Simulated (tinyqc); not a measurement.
Plain band against climbing image: nudged elastic band on a two-dimensional model surface. Computed by tinyqc, a small Python program. Command: `OMP_NUM_THREADS=1 python tinyqc.py 3010151 3010152 out.jsonl neb walk`. One thread of a shared host (Intel(R) Xeon(R) Processor @ 2.30GHz), about 0.4 s of CPU time with the checks.

V(x, y) = h u^2 + t x + (kappa/2)(y + c u)^2 with u = x^2/w^2 - 1; the path runs from the minimum near (-w, 0) to that near (w, 0).

Inputs (values chosen for the exercise, for a model surface): height h = 0.21 eV; half width w = 0.99 angstrom; transverse stiffness kappa = 4.3 eV/angstrom^2; curvature c = 0.58 angstrom; tilt t = 0.072 eV/angstrom; spring constant k_s = 2.2 eV/angstrom^2; step factor eta = 0.047 angstrom^2/eV.

Surface: curved double well. Climbing image: on.

Method:
- Newton steps x(new) = x - H^-1 grad V (moves limited to 0.3 angstrom) from (-w, 0), (w, 0) and (0, c) give the two minima and the saddle.
- Tangent at image i: towards the higher neighbour if the energies rise or fall through i; at a maximum or minimum, tau = t+ dmax + t- dmin if V(i+1) > V(i-1), else t+ dmin + t- dmax, with t+ = R(i+1) - R(i), t- = R(i) - R(i-1) and dmax, dmin the larger and smaller of |V(i+1) - V(i)| and |V(i-1) - V(i)|; then normalise. Force F = -grad V + (grad V.tau) tau + k_s (|t+| - |t-|) tau.
- With a climbing image, the highest image feels instead F = -grad V + 2 (grad V.tau) tau and no spring.
- Update R(new) = R + eta F; the end points stay fixed.
- Images are counted without the end points, and convergence is judged on the largest force on an image. Each run starts on the straight line with the same k_s and eta, for at most 1500 iterations; errors are against the Newton saddle; a dash marks a run that did not reach 1e-4 eV/angstrom.

positions (angstrom), rows start, end, saddle, columns x, y:
```
[[-1.02960, -0.04732],
 [0.94497, 0.05156],
 [0.08463, 0.57576]]
```

energies (eV): start -0.072733, end 0.069698, saddle 0.213035

barrier from the start = 0.285768 eV

Error of the highest image (meV) and iterations:
```
images  plain, error  plain, iterations  climbing, error  climbing, iterations
2            -22.876                 63                0                   175
3             -9.921                 92                0                   167
4             -3.046                117                0                   129
5             -9.873                151                0                   168
6             -0.135                178                0                   140
8             -0.166                238                0                   181
10            -0.812                292                0                   228
```

The plain band underestimates the barrier by 0.14 to 22.88 meV, depending on how near an image falls to the saddle (worst for 2 images, best for 6). The climbing image is within about 0.001 meV in every converged run, so few images suffice for the barrier.

Extremes, crossings and ranges named in words are read from the listed rows.
